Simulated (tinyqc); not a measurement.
# Ballistic Schottky-barrier transistor with a two-dimensional channel, WKB contacts: effects of single changes

Source Fermi level 0, drain Fermi level -Vd. Far from the contacts Ec = pn - psi, and the gate moves psi one to one; the band edges relax as exp(-x/lam) from pn at the source and pn - Vd at the drain; Ev = Ec - Eg. A carrier of energy w inside the channel band meets at a contact a barrier of height D (the contact edge beyond the channel edge): T = 1 for w >= D, else exp(-S), S = 4 lam sqrt(m/C) [sqrt(D - w) - sqrt(w) arctan sqrt((D - w)/w)], C = hbar^2/(2 m0). The two contacts combine as Ts Td/(Ts + Td - Ts Td).

Inputs (values chosen for the exercise); channel values close to those of a black phosphorus layer:

| symbol | value | unit | meaning |
|---|---|---|---|
| T | 300 | K | temperature |
| Eg | 0.592 | eV | band gap |
| pn | 0.26 | eV | barrier for electrons at both contacts |
| mn | 0.16 | m0 | electron mass |
| mp | 0.14 | m0 | hole mass |
| g | 1 |  | valleys or subbands |
| lam | 2.2 | nm | screening length at the contacts |
| Vd | 0.7 | V | drain bias |

Constants: q = 1.602176634e-19 C, kB = 1.380649e-23 J/K, hbar = 1.054571817e-34 J s, h = 6.62607015e-34 J s, m0 = 9.1093837015e-31 kg, Vt = kB T/q, hbar^2/(2 m0) = 0.0380998212 eV nm^2. Results are converted to the units shown.

Each table varies one quantity; the others keep the values above.

## Ambipolar transfer curve

I/W = g (2 q^2/h) int T(w) [N(Es + w) - N(Ed + w)] dw with w the energy of motion along the channel, N(y) = (1/2 pi) sqrt(pi m kB T/C) Fm(-y/kB T), Fm(x) = (1/sqrt(pi)) int_0^infinity u^(-1/2)/(1 + exp(u - x)) du. Electrons: Ds = psi, Dd = psi - Vd, Es = Ec, Ed = Ec + Vd. Holes: Ds = -psi, Dd = Vd - psi, Es = -Ev, Ed = -Ev - Vd. The size of each current is taken; both flow from drain to source and add. The integrals are converged. Swing = d(psi)/d(log10 I).

Ambipolar transfer curve:

| ps (V) | electrons (uA/um) | holes (uA/um) | I (uA/um) | swing (mV/decade) |
|---|---|---|---|---|
| -0.27 | 2.324e-7 | 459.7 | 459.7 | -695.8 |
| -0.19 | 5.132e-6 | 345.3 | 345.3 | -595.4 |
| -0.12 | 7.695e-5 | 257.9 | 257.9 | -511.3 |
| -0.05 | 0.001154 | 183.0 | 183.0 | -431.2 |
| 0.03 | 0.01674 | 113.5 | 113.5 | -345.2 |
| 0.1 | 0.07332 | 67.31 | 67.39 | -276.3 |
| 0.18 | 0.4262 | 30.92 | 31.35 | -212.2 |
| 0.25 | 2.118 | 12.28 | 14.40 | -235.9 |
| 0.32 | 9.111 | 3.474 | 12.59 | 302.5 |
| 0.4 | 31.56 | 0.5344 | 32.09 | 188.3 |
| 0.47 | 68.55 | 0.09368 | 68.65 | 242.5 |
| 0.54 | 123.3 | 0.01759 | 123.3 | 312.7 |

What does the table show?

I goes from 460 through a minimum of 12.6 (at ps = 0.32 V among the rows listed) to 123 uA/um; the exact minimum lies at psi = 0.293 V. Holes carry the left branch and electrons the right. The ratio of the last row to the smallest is 9.79 and of the first row 36.5, with barriers of 0.26 eV for electrons and 0.332 eV for holes. The steepest swing among the rows is 188 mV/decade, against the thermionic limit 59.5.

## Barrier height from the temperature dependence

Same model as above.

The apparent barrier is -d ln(I_e/T^1.5)/d(q/kB T), taken between T - 10 K and T + 10 K for the electron current.

Barrier height from the temperature dependence:

| ps (V) | electrons (uA/um) | Ec (eV) | apparent barrier (eV) |
|---|---|---|---|
| -0.25 | 5.04e-7 | 0.510 | 0.510 |
| -0.18 | 7.56e-6 | 0.440 | 0.440 |
| -0.11 | 1.13e-4 | 0.370 | 0.370 |
| -0.04 | 0.00170 | 0.300 | 0.300 |
| 0 | 0.00798 | 0.260 | 0.260 |
| 0.1 | 0.0733 | 0.160 | 0.192 |
| 0.17 | 0.340 | 0.090 | 0.137 |
| 0.24 | 1.69 | 0.020 | 0.077 |
| 0.31 | 7.55 | -0.050 | 0.025 |
| 0.38 | 24.1 | -0.120 | -0.004 |
| 0.45 | 56.2 | -0.190 | -0.017 |

What does the table show?

For psi < 0 the channel edge is the highest point, and the apparent barrier follows Ec one to one (0.510 eV against 0.510). At flat band it is 0.260 eV (psi = 0 V), near pn = 0.26 eV. Beyond, the top stays at pn but tunnelling lowers the apparent value to -0.0174 eV in the last row, so only the point where the line bends gives the true barrier.

Range of the model: No scattering, image-force lowering, channel charge or band-to-band tunnelling; parabolic kappa overstates S deep in the gap.

Program tinyqc, `OMP_NUM_THREADS=1 python tinyqc.py 2390130 2390131 out.jsonl`; Intel Xeon 2.30GHz, shared host, one thread, about 0.3 s.
